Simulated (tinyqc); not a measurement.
A spin-degenerate level with charging energy between two leads, rate equations: two steps of the calculation.

States 0, up, down and 2 with energies 0, e1 - Ez/2, e1 + Ez/2 and 2 e1 + U. mu_L = +V/2, mu_R = -V/2 (meV), f(x) = 1/(1 + exp(x/kB T)). A transition that adds one electron of given spin at the energy E has the rate G f(E - mu) from each lead, and its reverse G [1 - f(E - mu)]. I counts electrons leaving the left lead, times q.

Parameters, values chosen for the exercise:
- GL = 0.051 1/ns (tunnel rate to the left lead)
- GR = 1.6 1/ns (tunnel rate to the right lead)

Constants: q = 1.602176634e-19 C. Results are converted to the units shown.

Problem 1. Rate matrix. dp/dt = W p; W_ji is the rate from state i to j, and each column sums to zero.

fL, transition 0-up to down-2: [1.0000000, 1.0000000, 1.0000000, 1.0000000]
fR, transition 0-up to down-2: [0.99998328, 0.99998328, 0.00000000, 0.00000000]

Find: W.

Solution 1.

W (1/ns):
```
            0       up     down        2
0     -3.3019   0.0000   0.0000   0.0000
up     1.6510  -0.0510   0.0000   1.6000
down   1.6510   0.0000  -0.0510   1.6000
2      0.0000   0.0510   0.0510  -3.2000
```

Problem 2. Steady state and current. Steady state: W p = 0 with sum p = 1. I = q GL sum over transitions i-j of [fL p_i - (1 - fL) p_j].

W (1/ns):
```
               0          up        down           2
0     -3.3019465   0.0000267   0.0000267   0.0000000
up     1.6509733  -0.0510267   0.0000000   1.6000000
down   1.6509733   0.0000000  -0.0510267   1.6000000
2      0.0000000   0.0510000   0.0510000  -3.2000000
```

fL, transition 0-up to down-2: [1.0000000, 1.0000000, 1.0000000, 1.0000000]

Wanted: p; mean number of electrons; I.

Solution 2.

p: 0 0.0000, up 0.4922, down 0.4922, 2 0.0157
mean number of electrons = 1.016
I = 8.043 pA

In units of q GL GR/(GL + GR) = 7.92 pA the current is 1.02; two independent spin channels fully inside the bias window would give 2.

Range of the model: Rate equations need hbar G well below kB T; cotunnelling and the Kondo effect are left out.

Computed by the program tinyqc: `OMP_NUM_THREADS=1 python tinyqc.py 2780132 2780133 out.jsonl`, one thread of a shared Intel Xeon 2.30GHz, about 0.01 s for the whole run.
